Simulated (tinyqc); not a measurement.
Rate against temperature: collinear exchange A + BC -> AB + C on a London-Eyring-Polanyi-Sato surface: saddle, string of images and rate. Computed by tinyqc, a small Python program. Command: `OMP_NUM_THREADS=1 python tinyqc.py 3112136 3112137 out.jsonl leps walk`. One thread of a shared host (Intel(R) Xeon(R) Processor @ 2.30GHz), about 0.04 s of CPU time with the checks.

x = r(AB), y = r(BC), r(AC) = x + y. V is counted from separated atoms, the barrier from A + BC, that is V + D(BC).

Inputs (values chosen for the exercise, for a model exchange):
```
quantity            value           unit
D(AB)                3.34             eV
r0(AB)                  1       angstrom
beta(AB)             1.93     1/angstrom
D(BC)                3.66             eV
r0(BC)              0.875       angstrom
beta(BC)             2.07     1/angstrom
D(AC)                2.74             eV
r0(AC)               1.32       angstrom
beta(AC)             1.62     1/angstrom
Sato parameter S     0.17              -
mass of A           2.014              u
mass of B           1.008              u
mass of C           1.008              u
temperature T         500              K
step of the string  0.015  angstrom^2/eV
```

Constants: nu for 1 eV/(angstrom^2 u) = 15.6333042 THz; h x 1 THz = 4.135667696 meV; k_B = 1.380649e-23 J/K; u = 1.6605390666e-27 kg; k_B = 8.617333262e-05 eV/K.

Method:
- For each pair, with u = exp(-beta (r - r0)): Q = D [(3 + S) u^2 - (2 + 6 S) u]/(4 (1 + S)), J = D [(1 + 3 S) u^2 - (6 + 2 S) u]/(4 (1 + S)); V = Q1 + Q2 + Q3 - sqrt(((J1 - J2)^2 + (J2 - J3)^2 + (J3 - J1)^2)/2).
- String of 9 images between the fixed ends (r0(AB) + 2, r0(BC)) and (r0(AB), r0(BC) + 2), started on the two straight legs through (r0(AB) + 0.3, r0(BC) + 0.3): each iteration moves the inner images by -step x gradient (central differences) and spaces them evenly again along the broken line (coordinates are kept between 0.2 and 8 angstrom); stop when no coordinate changes by more than 1e-5 angstrom, at most 400 iterations.
- From the highest inner image, z -> z - H^-1 g with gradient g and Hessian H by central differences, steps capped at 0.15 angstrom, 12 steps.
- Wilson matrix G = [[1/m_A + 1/m_B, -1/m_B], [-1/m_B, 1/m_B + 1/m_C]]; eigenvalues lambda of G H give nu = 15.6333042 THz x sqrt(|lambda|), the negative one being imaginary. Reactant: nu_BC from k = 2 D beta^2 and 1/m_B + 1/m_C. Skew angle: cos = sqrt(m_A m_C/((m_A + m_B)(m_B + m_C))).
- One-dimensional rate constant without tunnelling, k = sqrt(k_B T/(2 pi mu)) [sinh(h nu_BC/(2 k_B T))/sinh(h nu_s/(2 k_B T))] exp(-barrier/(k_B T)) with mu = m_A (m_B + m_C)/(m_A + m_B + m_C); Wigner factor 1 + (h nu_i/(k_B T))^2/24; adiabatic barrier = barrier + h (nu_s - nu_BC)/2.

nu_BC = 123.328 THz

real frequency at the saddle = 47.9862 THz

barrier = 0.578202 eV

imaginary frequency = 56.9456 THz

adiabatic barrier = 0.422408 eV

Rates; the last column is k_B T^2 d ln k/dT:
```
T (K)    k (cm/s)  Wigner factor  activation energy (eV)
300    5.0329e-03         4.4579                 0.43543
400    3.4634e-01         2.9451                 0.44027
550    1.1625e+01         2.0288                 0.44916
750    1.5092e+02         1.5533                 0.46419
1000   9.4391e+02         1.3112                 0.48616
1400   4.9937e+03         1.1588                 0.52265
2000   1.9374e+04         1.0778                 0.57244
```

What follows from these numbers?

The activation energy goes from 0.435 eV at 300 K, near the adiabatic barrier plus k_B T/2 (0.435), to 0.572 eV at 2000 K; the classical limit is the barrier plus k_B T/2 (0.664). Caution: the Wigner factor exceeds 2 at T: tunnelling, left out of k, is large and needs a better treatment than this factor.

Extremes, crossings and ranges named in words are read from the listed rows.
